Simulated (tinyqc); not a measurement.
Tersoff bond-order potential: one step, computed by the program tinyqc.

E = (1/2) sum_(i, j != i) [A exp(-lambda r_ij) - b_ij B exp(-mu r_ij)], b_ij = (1 + (beta zeta_ij)^n)^(-1/(2n)), zeta_ij = sum_(k != i, j) g(theta_ijk), g = 1 + c^2/d^2 - c^2/(d^2 + (h - cos theta)^2), with theta at atom i. Only nearest neighbours count (cut-off function 1 for them, 0 beyond).

Problem. The diamond lattice. zeta = 3 g(cos theta = -1/3). With z equal bonds of order b, r = ln(lambda A/(mu b B))/(lambda - mu) and E per atom = -(z/2) b B exp(-mu r)(1 - mu/lambda). a0 = 4 r/sqrt3; B0 = phi''(r)/(3 a0) with phi'' = mu (lambda - mu) b B exp(-mu r), since b does not change under uniform scaling.

Inputs (values chosen for the exercise, modelled on germanium):
```
quantity    value        unit
A            1789          eV
B          423.84          eV
lambda     2.4451  1/angstrom
mu         1.7047  1/angstrom
beta      8.5e-07           -
n          0.7531           -
c          107300           -
d           15.64           -
h         -0.4271           -
```

Constants: 1 eV/angstrom^3 = 160.2176634 GPa.

Give: zeta; bond order b; bond length; energy per atom of the diamond lattice; lattice constant a0; bulk modulus B0.

Solution.

zeta = 5078

bond order b = 0.9892

bond length = 2.447 angstrom

energy per atom of the diamond lattice = -3.919 eV

lattice constant a0 = 5.651 angstrom

bulk modulus B0 = 77.19 GPa
